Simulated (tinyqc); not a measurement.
Inside a calculation. Method: empirical pseudopotential in a few plane waves. One step of it, computed by the program tinyqc.

Question. Bloch Hamiltonian at G. Basis: the 15 shortest G (labels in 2 pi/a), the same at every k. H(G,G') = c |k + G|^2 delta + VS(|G-G'|^2) cos((G-G').tau) + i VA sin((G-G').tau), tau = a/8 (1,1,1); 1 Ry = 13.605693 eV.

Parameters chosen for this model: fcc lattice, atoms at +/- a/8 (1,1,1); form factors in rydberg at |G|^2 in units of (2 pi/a)^2:
```
parameter,value,unit
a,6.040000,angstrom
VS(3),-0.202000,Ry
VS(8),0.059000,Ry
VS(11),0.038000,Ry
VA(3),0.089000,Ry
VA(4),0.061000,Ry
VA(11),0.026000,Ry
hbar^2/2m (2 pi/a)^2,4.122957,eV
```

k point G (2 pi / a): 0  0  0

Give: H(k) at G.

Answer.

H(k) at G (eV):
```
,+0+0+0,-1-1-1,-1-1+1,-1+1-1,-1+1+1,+1-1-1,+1-1+1,+1+1-1,+1+1+1,-2+0+0,+0-2+0,+0+0-2,+0+0+2,+0+2+0,+2+0+0
+0+0+0,0.0000,1.9434+0.8562i,-1.9434+0.8562i,-1.9434+0.8562i,-1.9434-0.8562i,-1.9434+0.8562i,-1.9434-0.8562i,-1.9434-0.8562i,1.9434-0.8562i,0.0000+0.8299i,0.0000+0.8299i,0.0000+0.8299i,0.0000-0.8299i,0.0000-0.8299i,0.0000-0.8299i
-1-1-1,1.9434-0.8562i,12.3689,0.0000-0.8299i,0.0000-0.8299i,-0.8027,0.0000-0.8299i,-0.8027,-0.8027,0.0000,-1.9434-0.8562i,-1.9434-0.8562i,-1.9434-0.8562i,-0.3656+0.2501i,-0.3656+0.2501i,-0.3656+0.2501i
-1-1+1,-1.9434-0.8562i,0.0000+0.8299i,12.3689,0.8027,0.0000-0.8299i,0.8027,0.0000-0.8299i,0.0000,-0.8027,-1.9434+0.8562i,-1.9434+0.8562i,0.3656+0.2501i,1.9434-0.8562i,-0.3656-0.2501i,-0.3656-0.2501i
-1+1-1,-1.9434-0.8562i,0.0000+0.8299i,0.8027,12.3689,0.0000-0.8299i,0.8027,0.0000,0.0000-0.8299i,-0.8027,-1.9434+0.8562i,0.3656+0.2501i,-1.9434+0.8562i,-0.3656-0.2501i,1.9434-0.8562i,-0.3656-0.2501i
-1+1+1,-1.9434+0.8562i,-0.8027,0.0000+0.8299i,0.0000+0.8299i,12.3689,0.0000,0.8027,0.8027,0.0000-0.8299i,1.9434+0.8562i,-0.3656+0.2501i,-0.3656+0.2501i,-1.9434-0.8562i,-1.9434-0.8562i,0.3656-0.2501i
+1-1-1,-1.9434-0.8562i,0.0000+0.8299i,0.8027,0.8027,0.0000,12.3689,0.0000-0.8299i,0.0000-0.8299i,-0.8027,0.3656+0.2501i,-1.9434+0.8562i,-1.9434+0.8562i,-0.3656-0.2501i,-0.3656-0.2501i,1.9434-0.8562i
+1-1+1,-1.9434+0.8562i,-0.8027,0.0000+0.8299i,0.0000,0.8027,0.0000+0.8299i,12.3689,0.8027,0.0000-0.8299i,-0.3656+0.2501i,1.9434+0.8562i,-0.3656+0.2501i,-1.9434-0.8562i,0.3656-0.2501i,-1.9434-0.8562i
+1+1-1,-1.9434+0.8562i,-0.8027,0.0000,0.0000+0.8299i,0.8027,0.0000+0.8299i,0.8027,12.3689,0.0000-0.8299i,-0.3656+0.2501i,-0.3656+0.2501i,1.9434+0.8562i,0.3656-0.2501i,-1.9434-0.8562i,-1.9434-0.8562i
+1+1+1,1.9434+0.8562i,0.0000,-0.8027,-0.8027,0.0000+0.8299i,-0.8027,0.0000+0.8299i,0.0000+0.8299i,12.3689,-0.3656-0.2501i,-0.3656-0.2501i,-0.3656-0.2501i,-1.9434+0.8562i,-1.9434+0.8562i,-1.9434+0.8562i
-2+0+0,0.0000-0.8299i,-1.9434+0.8562i,-1.9434-0.8562i,-1.9434-0.8562i,1.9434-0.8562i,0.3656-0.2501i,-0.3656-0.2501i,-0.3656-0.2501i,-0.3656+0.2501i,16.4918,0.8027,0.8027,-0.8027,-0.8027,0.0000
+0-2+0,0.0000-0.8299i,-1.9434+0.8562i,-1.9434-0.8562i,0.3656-0.2501i,-0.3656-0.2501i,-1.9434-0.8562i,1.9434-0.8562i,-0.3656-0.2501i,-0.3656+0.2501i,0.8027,16.4918,0.8027,-0.8027,0.0000,-0.8027
+0+0-2,0.0000-0.8299i,-1.9434+0.8562i,0.3656-0.2501i,-1.9434-0.8562i,-0.3656-0.2501i,-1.9434-0.8562i,-0.3656-0.2501i,1.9434-0.8562i,-0.3656+0.2501i,0.8027,0.8027,16.4918,0.0000,-0.8027,-0.8027
+0+0+2,0.0000+0.8299i,-0.3656-0.2501i,1.9434+0.8562i,-0.3656+0.2501i,-1.9434+0.8562i,-0.3656+0.2501i,-1.9434+0.8562i,0.3656+0.2501i,-1.9434-0.8562i,-0.8027,-0.8027,0.0000,16.4918,0.8027,0.8027
+0+2+0,0.0000+0.8299i,-0.3656-0.2501i,-0.3656+0.2501i,1.9434+0.8562i,-1.9434+0.8562i,-0.3656+0.2501i,0.3656+0.2501i,-1.9434+0.8562i,-1.9434-0.8562i,-0.8027,0.0000,-0.8027,0.8027,16.4918,0.8027
+2+0+0,0.0000+0.8299i,-0.3656-0.2501i,-0.3656+0.2501i,-0.3656+0.2501i,0.3656+0.2501i,1.9434+0.8562i,-1.9434+0.8562i,-1.9434+0.8562i,-1.9434-0.8562i,0.0000,-0.8027,-0.8027,0.8027,0.8027,16.4918
```
